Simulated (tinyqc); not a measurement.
Raising U: Hubbard ring of 6 sites, mean field against exact. Computed by the program tinyqc. Collinear unrestricted mean field (the lowest of 40 random starts) against exact diagonalisation.

one-body matrix (hopping and site energies) (eV):
```
         1        2        3        4        5        6
1   0.0000  -0.6300   0.0000   0.0000   0.0000  -0.6300
2  -0.6300   0.0000  -0.6300   0.0000   0.0000   0.0000
3   0.0000  -0.6300   0.0000  -0.6300   0.0000   0.0000
4   0.0000   0.0000  -0.6300   0.0000  -0.6300   0.0000
5   0.0000   0.0000   0.0000  -0.6300   0.0000  -0.6300
6  -0.6300   0.0000   0.0000   0.0000  -0.6300   0.0000
```

electrons, up and down: 3  3

Exact and mean-field results (eV):
```
U            U/t    E exact  E mean field  mean |n_up - n_down|  double occupancy, exact  first gap in the sector
0.3200    0.5079  -4.576387     -4.560000                0.0000                   0.2329                   1.1513
0.6300    1.0000  -4.158730     -4.095000                0.0000                   0.2161                   1.0434
1.2600    2.0000  -3.407958     -3.150000                0.0000                   0.1808                   0.8272
1.8900    3.0000  -2.793013     -2.300307                0.5539                   0.1446                   0.6354
2.5200    4.0000  -2.311285     -1.786883                0.7578                   0.1111                   0.4853
3.7800    6.0000  -1.668566     -1.226991                0.8914                   0.0637                   0.3056
5.0400    8.0000  -1.290322     -0.930704                0.9384                   0.0391                   0.2196
7.5600   12.0000  -0.881910     -0.625686                0.9724                   0.0186                   0.1429
12.6000  20.0000  -0.537080     -0.377060                0.9900                   0.0070                   0.0857
```

What does the comparison show, and why?

In absolute terms mean field is worst at U/t = 4.0, 0.524 eV too high: at small U it is nearly exact, and at large U it misses only exchange-scale energies. Its local moments set in at U/t = 3.0 of those listed, a broken symmetry that the exact state of a finite cluster with equal spins does not have. Relative to the exact energy its error is 0.4 % at the smallest U, 30 % at most and 30 % at the largest. The double occupancy falls from 0.233 to 0.007; at the largest U the first gap is 0.68 times the exchange scale 4t^2/U.
